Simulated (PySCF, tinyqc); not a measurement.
Worked calculation: CID on RHF in the sto-3g basis, for Li-, spin multiplicity 1. The basis has no diffuse functions, so it cannot describe the extra electron: this is an exercise in the method, not the real anion. The lowest restricted solution is unstable here: a spin-polarised one lies 0.0041 hartree lower (PySCF). One step of it, computed by the program tinyqc.

Question. CID: determinants and Hamiltonian. Slater-Condon rules over spin orbitals, with the nuclear repulsion added and E(HF) subtracted on the diagonal. Only determinants linked to the reference directly or through others are kept (one block of an abelian symmetry group), so some states are absent.

one-electron integrals over orbitals h = C^T H C (hartree), lower triangle:
```
           1          2          3          4          5
1  -4.396974
2   0.194845  -0.949950
3   0.000000   0.000000  -0.877579
4   0.000000   0.000000   0.000000  -0.877579
5   0.000000   0.000000   0.000000   0.000000  -0.877579
```

Two-electron integrals over orbitals (pq|rs), unique and non-zero (hartree):
```
(11|11) 1.658594    (21|11) -0.184570   (21|21) 0.031265    (22|11) 0.400522
(22|21) -0.010274   (22|22) 0.282425    (31|31) 0.009832    (32|31) 0.013694
(32|32) 0.060790    (33|11) 0.396329    (33|21) -0.006527   (33|22) 0.285670
(33|33) 0.312946    (41|41) 0.009832    (42|41) 0.013694    (42|42) 0.060790
(43|43) 0.016869    (44|11) 0.396329    (44|21) -0.006527   (44|22) 0.285670
(44|33) 0.279207    (44|44) 0.312946    (51|51) 0.009832    (52|51) 0.013694
(52|52) 0.060790    (53|53) 0.016869    (54|54) 0.016869    (55|11) 0.396329
(55|21) -0.006527   (55|22) 0.285670    (55|33) 0.279207    (55|44) 0.279207
(55|55) 0.312946
```

nuclear repulsion = 0 hartree

Hartree-Fock energy = -7.21327332 hartree

Give: determinants; H - E(HF) between determinants.

Answer.

Occupation strings over the orbitals (2 doubly, a alpha, b beta, 0 empty; spin orbitals ordered 1a 1b 2a 2b ...): 22000 20200 ab200 20020 ab020 20002 ab002 ba200 02200 ba020 02020 ba002 02002

H - E(HF) between determinants (hartree), lower triangle:
```
        22000   20200   ab200   20020   ab020   20002   ab002   ba200
22000   0.000
20200   0.061   0.201
ab200  -0.014  -0.016   2.118
20020   0.061   0.017   0.000   0.201
ab020  -0.014   0.000   0.017  -0.016   2.118
20002   0.061   0.017   0.000   0.017   0.000   0.201
ab002  -0.014   0.000   0.017   0.000   0.017  -0.016   2.118
ba200   0.014   0.016  -0.031   0.000   0.000   0.000   0.000   2.118
02200   0.010   0.031   0.158   0.000   0.000   0.000   0.000  -0.158
ba020   0.014   0.000   0.000   0.016  -0.031   0.000   0.000   0.017
02020   0.010   0.000   0.000   0.031   0.158   0.000   0.000   0.000
ba002   0.014   0.000   0.000   0.000   0.000   0.016  -0.031   0.017
02002   0.010   0.000   0.000   0.000   0.000   0.031   0.158   0.000

       02200   ba020  02020   ba002  02002
02200  5.175
ba020  0.000   2.118
02020  0.017  -0.158  5.175
ba002  0.000   0.017  0.000   2.118
02002  0.017   0.000  0.017  -0.158  5.175
```
